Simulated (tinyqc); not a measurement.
What each parameter does: ellipsoidal valleys in the axes of a wafer and a channel.

Valleys with axes a along x, y and z, two valleys each; inverse mass tensor w = 1/mt + (1/ml - 1/mt) a a. Device axes: z = nz/|nz|, x = nx/|nx|, y = z cross x; in them a = (ax, ay, az). Confinement mass mz = 1/w_zz. In the plane w_ij is replaced by u_ij = w_ij - w_iz w_jz/w_zz (i, j = x, y); density-of-states mass md = 1/sqrt(det u); conductivity mass along x mc = 1/u_xx; ballistic transport mass mx = u_yy/det u, width mass my = 1/u_yy.

Hard walls: E_n = c (n pi/t)^2/mz, c = hbar^2/2m0, n = 1, 2, 3. Non-degenerate share of a valley proportional to md sum_n exp(-E_n/kT); mean 1/mc = sum of share/mc. 1 nm = 10 angstrom.

Constants: hbar^2/2m0 = 3.80998211 eV angstrom^2; kB = 8.617333262e-05 eV/K.

Values chosen for the exercise (near those of the Delta valleys of Si; the results hold for these values, not for the real material): ml = 0.883 m0 (longitudinal mass); mt = 0.185 m0 (transverse mass); nz = (1, 1, 1) (surface normal (confinement)); nx = (1, 1, -2) (channel direction); t = 4.9 nm (thickness of the film); T = 300 K (temperature).

Lowest E1, its share and the mean conductivity mass.

One parameter was then changed.

Results before and after:

| case | lowest E1 (meV) | share | mean mc (m0) |
|---|---|---|---|
| base | 62.35 | 1.0000 | 0.2881 |
| changed | 63.00 | 1.0000 | 0.2819 |

Which of these changes was made? (a) ml = 0.795 m0; (b) mt = 0.204 m0; (c) t = 5.39 nm; (d) T = 330 K.
Answer: (a) ml = 0.795 m0. Of the candidates, run in turn, only this one gives the changed row.

All candidates:

| case | lowest E1 (meV) | share | mean mc (m0) |
|---|---|---|---|
| base | 62.35 | 1.0000 | 0.2881 |
| ml = 0.795 m0 | 63.00 | 1.0000 | 0.2819 |
| mt = 0.204 m0 | 57.09 | 1.0000 | 0.3113 |
| t = 5.39 nm | 51.53 | 1.0000 | 0.2881 |
| T = 330 K | 62.35 | 1.0000 | 0.2881 |

tinyqc: `OMP_NUM_THREADS=1 python tinyqc.py 1881105 1881106 out.jsonl`; about 0.01 s, one thread, shared Intel(R) Xeon(R) Processor @ 2.30GHz.
